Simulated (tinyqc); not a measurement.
Choice of the surrounding dielectric: dielectric confinement in a thin film (image charges).

A film |z| < t/2 of dielectric constant eps between half-spaces of dielectric constant e2; lam = (eps - e2)/(eps + e2), q = e^2/(4 pi eps0). The self-energy of a band edge is taken with the high-frequency value, e2 = eh, and the field of a fixed ion with the static one, e2 = eo. A charge at z has images lam^|n| at n t + (-1)^n z. Its self-energy is S(z) = (q/2 eps) sum over n >= 1 of lam^n [1/(n t - 2z) + 1/(n t + 2z)] for odd n and 2 lam^n/(n t) for even n; at the centre S(0) = -(q/(eps t)) ln(1 - lam).

Donor at the centre, lam from the static eo, trial function cos(pi z/t) exp(-rho/l): E(l) = c/(m l^2) - (q/eps) times the integral over k of F(k t) (1 + (k l/2)^2)^(-3/2), with F(x) = F0 + 2 lam exp(-x) G/(1 - lam exp(-x)), F0 = 2[(1 - exp(-x/2))/x + x (1 + exp(-x/2))/(x^2 + 4 pi^2)], G = 2 sinh(x/2)[1/x - x/(x^2 + 4 pi^2)]; c = hbar^2/2m0. The binding energy is -E at the minimum, counted from the subband edge with its self-energy.

Constants: e^2/(4 pi eps0) = 14.39964547 eV angstrom; hbar^2/2m0 = 3.80998211 eV angstrom^2; Ry = 13.60569312 eV.

Inputs chosen for the exercise (out of a larger set: near those of a Si (100) film, two-fold valleys, in vacuum; not measured data): t = 26 angstrom (film thickness); eps = 11.4 (dielectric constant of the film); m = 0.195 m0 (mass in the plane).

The same film between different dielectrics; in this table one value e2 serves for both eo and eh.

Cases:
```
case
e2 = 1
e2 = 2.5
e2 = 3.9
e2 = 7.5
e2 = 16
e2 = 25
e2 = 80
```

Rank the cases by binding (meV), lowest first.

Answer: e2 = 80, e2 = 25, e2 = 16, e2 = 7.5, e2 = 3.9, e2 = 2.5, e2 = 1.

Results:
```
case         lam  <S> (meV)  binding (meV)  l (angstrom)
e2 = 1     0.839       97.7          206.6          19.3
e2 = 2.5   0.640       56.5          134.0          20.3
e2 = 3.9   0.490       38.0          103.9          21.0
e2 = 7.5   0.206       13.4           67.6          22.5
e2 = 16   -0.168       -9.3           38.5          25.0
e2 = 25   -0.374      -19.4           27.3          26.7
e2 = 80   -0.751      -35.3           12.0          31.2
```

The binding spans a factor 17.2, from 207 meV in vacuum to 12.0 meV for e2 = 80; going from 3.9 to 25 changes it by -76.7 meV and the band edge by -57.4 meV, so the binding responds 1.34 times as much as the edge (for an orbit much smaller than t the binding would change by twice the change of S(0), -96.3 meV; here l/t = 0.81 for e2 = 3.9).

tinyqc: `OMP_NUM_THREADS=1 python tinyqc.py 1251242 1251243 out.jsonl`; about 0.03 s, one thread, shared Intel(R) Xeon(R) Processor @ 2.30GHz.
